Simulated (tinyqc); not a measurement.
Pariser-Parr-Pople SCF with singles CI, for the molecule C=Cc1ccccc1 (SMILES; centres numbered as the heavy atoms are written), step by step. One step of it, computed by the program tinyqc.

Problem. Singles CI, singlets. Over the 6 single excitations with the smallest orbital gaps: A = (e_a - e_i) delta + 2 (ia|jb) - (ij|ab), with (pq|rs) = sum c_mp c_mq gamma_mn c_nr c_ns. f = 2/3 w |mu|^2 in atomic units, mu = sqrt2 sum c_ia sum_m c_mi c_ma R_m.

orbital energies (eV): -15.285124  -12.927463  -11.451694  -10.436824  -0.753176  0.261694  1.737463  4.095124

coefficients:
```
,MO1,MO2,MO3,MO4,MO5,MO6,MO7,MO8
1C,0.148541,0.430280,0.011171,0.540989,0.540989,0.011171,-0.430280,0.148541
2C,0.281255,0.532487,-0.002056,0.370606,-0.370606,0.002056,0.532487,-0.281255
3C,0.488213,0.326492,-0.017920,-0.393358,-0.393358,-0.017920,-0.326492,0.488213
4C,0.397737,0.011483,0.491996,-0.315615,0.315615,-0.491996,0.011483,-0.397737
5C,0.347052,-0.315845,0.508577,0.145417,0.145417,0.508577,0.315845,0.347052
6C,0.327000,-0.465073,0.016025,0.420144,-0.420144,-0.016025,-0.465073,-0.327000
7C,0.345165,-0.329399,-0.490819,0.177352,0.177352,-0.490819,0.329399,0.345165
8C,0.394679,-0.005709,-0.507620,-0.294139,0.294139,0.507620,-0.005709,-0.394679
```

repulsion gamma_rs (eV), lower triangle:
```
,1C,2C,3C,4C,5C,6C,7C,8C
1C,11.130000
2C,7.554442,11.130000
3C,5.239560,7.553010,11.130000
4C,3.670975,5.240060,7.556581,11.130000
5C,2.869206,3.670163,5.240060,7.553010,11.130000
6C,2.763701,3.276624,4.668999,5.239840,7.555992,11.130000
7C,3.276624,3.669614,5.238699,4.668753,5.240168,7.554442,11.130000
8C,4.668999,5.238699,7.553212,5.240168,4.669089,5.239560,7.553010,11.130000
```

Centres (angstrom, eV; a flat drawing with bonds scaled to 1.40 angstrom):
```
centre,x,y,core charge z,W,gamma_rr
1C,-2.879000,0.438000,1,11.160000,11.130000
2C,-1.930000,-0.591000,1,11.160000,11.130000
3C,-0.564000,-0.283000,1,11.160000,11.130000
4C,0.385000,-1.311000,1,11.160000,11.130000
5C,1.751000,-1.003000,1,11.160000,11.130000
6C,2.167000,0.333000,1,11.160000,11.130000
7C,1.218000,1.362000,1,11.160000,11.130000
8C,-0.148000,1.054000,1,11.160000,11.130000
```

Give: singlet CI matrix; singlet excitation energies; oscillator strengths.

Solution.

singlet CI matrix (eV), lower triangle:
```
,4>5,3>5,4>6,3>6,4>7,2>5
4>5,5.192
3>5,-0.134,6.182
4>6,-0.134,0.772,6.182
3>6,-0.596,0.007,0.007,6.639
4>7,0.138,0.134,0.104,-0.592,7.545
2>5,-0.138,-0.104,-0.134,0.592,0.205,7.545
```

singlet excitation energies (eV): 4.960  5.410  6.157  7.000  7.750  8.008

oscillator strengths: 0.418  0.000  0.509  0.944  0.000  0.810
